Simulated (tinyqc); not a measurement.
Inside a calculation. Model: ellipsometry and reflectance of a transparent film on an absorbing substrate.

Program tinyqc, `OMP_NUM_THREADS=1 python tinyqc.py 2870110 2870111 out.jsonl`; Intel Xeon 2.30GHz, shared host, one thread, about 0.5 s. Printed values are rounded.

Air (index 1), film, substrate with N2 = n2 - i k2; time factor exp(+i w t). q_j = sqrt(N_j^2 - sin^2 th), root with positive real part. Fresnel coefficients r_s = (q_a - q_b)/(q_a + q_b), r_p = (N_b^2 q_a - N_a^2 q_b)/(N_b^2 q_a + N_a^2 q_b). tan(Psi) exp(i Delta) = R_p/R_s, Delta taken from 0 to 360 degrees.

Inputs (values chosen for the exercise); indices close to those of aluminium oxide on silicon: wavelength lam = 632.8 nm; angle of incidence th = 70 degrees; index of the transparent film n1 = 1.658; film thickness d = 26 nm; index of the substrate n2 = 3.882; extinction coefficient of the substrate k2 = 0.019.

## Interface coefficients and thickness period

q0, q1, q2 and the coefficients r01 and r12 for p and s; the results repeat in d with the period lam/(2 q1).

q0 = 0.342020
q1 = 1.36599
q2 = 3.76655-0.01958i
r01,p = -0.184630
r01,s = -0.599512
r12,p = 0.330693-0.002044i
r12,s = -0.467721+0.002031i
period = 231.626 nm

## Psi, Delta and reflectances

beta = 2 pi d q1/lam, X = exp(-2 i beta), R = (r01 + r12 X)/(1 + r01 r12 X) for p and s.

beta = 0.352643 rad
X = 0.761426-0.648252i
R_p = 0.059468-0.228885i
R_s = -0.806488+0.129793i
Psi = 16.1458 degrees
Delta = 113.707 degrees
|R_p|^2 = 0.0559247
|R_s|^2 = 0.667270

The bare substrate gives Psi = 10.57 and Delta = 179.23 degrees.
